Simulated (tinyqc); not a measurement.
A square-lattice strip 2 sites wide in a magnetic flux, recursive Green functions: two steps of the calculation.

The device has N = 4 slices of 2 site(s), nearest-neighbour hopping -t, and site energies U; the leads are semi-infinite continuations with site energy 0 and no flux. The hopping from slice i to i + 1 inside the device carries the phase exp(2 pi i f j) on row j = 1, 2, ...: V = <i+1|H|i> = -t diag(exp(2 pi i f j)).

Values chosen for this exercise: hopping (matrix element -t) t = 1 eV; energy E = -0.66 eV.

Problem 1. Self-energy of the leads. Transverse modes n = 1..2: chi_n(j) = sqrt(2/3) sin(pi n j/3), energy e_n = -2 t cos(pi n/3). Sigma = t^2 sum_n chi_n chi_n^T g(E - e_n), g(x) = (x - i sqrt(4 t^2 - x^2))/(2 t^2) for |x| < 2 t and (x - sign(x) sqrt(x^2 - 4 t^2))/(2 t^2) otherwise; Gamma = i (Sigma - Sigma^dagger); both leads give the same.

Wanted: Sigma; Gamma; open modes.

Solution 1.

Sigma (eV):
$$\begin{pmatrix}
-0.33000-0.77160i & 0.50000-0.21384i \\
0.50000-0.21384i & -0.33000-0.77160i
\end{pmatrix}$$

Gamma (eV):
$$\begin{pmatrix}
1.5432 & 0.4277 \\
0.4277 & 1.5432
\end{pmatrix}$$

open modes = 2

Problem 2. Transmission and its channels. T(E) = Tr[Gamma G_(N,1) Gamma G_(N,1)^dagger]. The non-zero eigenvalues T_n of the matrix under the trace are the channel transmissions; Fano factor sum T_n (1 - T_n)/sum T_n.

G_(4,1) (1/eV):
$$\begin{pmatrix}
0.13140220-0.29826331i & 0.23846974+0.12358158i \\
-0.40371644-0.19464813i & -0.27524196+0.02338591i
\end{pmatrix}$$

Gamma (eV):
$$\begin{pmatrix}
1.5432075 & 0.4276807 \\
0.4276807 & 1.5432075
\end{pmatrix}$$

Give: T(E); T_n; Fano factor.

Solution 2.

T(E) = 1.082
T_n: [0.8942, 0.1880]
Fano factor = 0.2285

With 2 open mode(s) in the leads T(E) cannot exceed 2. Inverting the whole matrix gives the same value.

Program tinyqc, `OMP_NUM_THREADS=1 python tinyqc.py 2660003 2660004 out.jsonl`; Intel Xeon 2.30GHz, shared host, one thread, about 0.01 s.
